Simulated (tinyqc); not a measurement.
# From u back to temperature T

Model: classical Heisenberg spin chain: exact results, Metropolis, heat-bath and over-relaxation steps, and a Monte Carlo run. Computed by tinyqc, a small Python program. Command: `OMP_NUM_THREADS=1 python tinyqc.py 3130053 3130054 out.jsonl heismc inv`. One thread of a shared host (Intel(R) Xeon(R) Processor @ 2.30GHz), about 0.01 s of CPU time with the checks.

E = -J sum_i s_i . s_(i+1) for unit vectors s_i on an open chain; K = J/(k_B T).

Inputs (values chosen for the exercise, for a model chain of large moments): coupling J = -11 meV; moment mu = 4.7 mu_B.

Constants: k_B = 8.617333262e-05 eV/K; mu_B = 5.7883818060e-05 eV/T.

Method. Each bond angle is independent, so u = <s_i . s_(i+1)> = coth K - 1/K, <s_i . s_(i+n)> = u^n, correlation length xi = -1/ln|u|, energy per bond -J u, heat capacity per bond c/k_B = 1 - K^2/sinh^2 K, and for the long chain chi = mu^2 (1 + u)/(3 k_B T (1 - u)) per spin.

Problem. A run gave the result below. Find the temperature T, known to lie between 220 and 400 K.

u = -0.1491218

Solution.

Each step takes the trial c = (a f_b - b f_a)/(f_b - f_a), f being the result less the target and a, b, c the logarithms of the listed values; c replaces end b, the old b replaces a if the sign of f changed, and otherwise f_a is halved.

Scan of the range:
```
temperature T (K),u
220,-0.189202
243,-0.171964
269,-0.155853
297,-0.141532
328,-0.128434
362,-0.116578
400,-0.105659
```

False position (Illinois rule, in the logarithm of the input) inside the bracket:
```
step,end a,end b,trial,u
1,269.000,297.000,281.816,-0.148959
2,269.000,281.816,281.212,-0.149271
3,281.816,281.212,281.500,-0.149122
4,281.212,281.500,281.500,-0.149122
```

u rises at every point of a 13-point scan of the range (every second point is shown), so one value fits; it is bracketed by 269 and 297. Answer: temperature T = 281.5 K.
